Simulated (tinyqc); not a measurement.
What each parameter does: Gamma, L and X subbands of a thin body with non-parabolic valleys.

Hard walls, flat band, c = hbar^2/2m0, energies from the bulk Gamma edge. For a valley at angle theta to the normal 1/m_z = cos^2/ml + sin^2/mt and m_d = sqrt(ml mt^2/m_z). Subband n starts at E_v + e with e (1 + a e) = c (n pi/t)^2/m_z, and its density-of-states mass is taken as m_d (1 + 2 a e), without further growth at higher in-plane energy. Groups are named by valley and degeneracy.

n_i = g m/(2 pi c) kB T ln(1 + exp((EF - E_i)/kB T)), sum n_i = Ns (1e12/cm^2 = 1e-4/angstrom^2), c = hbar^2/2m0. Quantum capacitance Cq = 1602.176634 sum g m/(2 pi c) f_i in microfarad/cm^2 with f_i = 1/(1 + exp((E_i - EF)/kB T)); Cox = 34.5313/eot (one gate); C/Cox = Cq/(Cq + Cox), the centroid term left out.

Constants: hbar^2/2m0 = 3.80998211 eV angstrom^2; kB = 8.617333262e-05 eV/K.

Inputs chosen for the exercise (near those of a thin Ge channel; the results hold for these values, not for the real material):
- face = 111 (surface)
- mG = 0.0379 m0 (Gamma mass)
- aG = 1.05 1/eV (Gamma non-parabolicity)
- EL = -0.144 eV (L edge above Gamma)
- mL = (1.648, 0.079) m0 (L valleys (four, along <111>): ml, mt)
- EX = 0.035 eV (X edge above Gamma)
- mX = (0.903, 0.184) m0 (Delta valleys (six, along <100>): ml, mt)
- aS = 0.44 1/eV (non-parabolicity of L and X)
- Ns = 4.9 x 1e12/cm^2 (sheet density)
- T = 300 K (temperature)
- eot = 9 angstrom (equivalent oxide thickness)
- t = 26 angstrom (body thickness)

n = 1 to 8 of all groups.

Results for these values:

| case | lowest edge (eV) | EF (eV) | Gamma share (%) | C/Cox |
|---|---|---|---|---|
| base | -0.111 | 0.002 | 0.0 | 0.710 |

What happens to each result for mG = 0.0436 m0, all else kept?

Answer: lowest edge does not change at the printed digits; EF does not change at the printed digits; Gamma share does not change at the printed digits; C/Cox does not change at the printed digits.

The same for each parameter in turn:

| case | lowest edge (eV) | EF (eV) | Gamma share (%) | C/Cox |
|---|---|---|---|---|
| base | -0.111 | 0.002 | 0.0 | 0.710 |
| t = 34 angstrom | -0.124 | -0.029 | 0.0 | 0.737 |
| mG = 0.0436 m0 | -0.111 | 0.002 | 0.0 | 0.710 |
| aG = 0.73 1/eV | -0.111 | 0.002 | 0.0 | 0.710 |
| EL = -0.094 eV | -0.061 | 0.052 | 0.0 | 0.711 |
| Ns = 7.35 x 1e12/cm^2 | -0.111 | 0.040 | 0.0 | 0.742 |
| eot = 7 angstrom | -0.111 | 0.002 | 0.0 | 0.655 |
| T = 250 K | -0.111 | 0.004 | 0.0 | 0.716 |

Run: tinyqc, `OMP_NUM_THREADS=1 python tinyqc.py 1281853 1281854 out.jsonl`; Intel(R) Xeon(R) Processor @ 2.30GHz, one thread, shared host; about 0.02 s of CPU time with all checks.
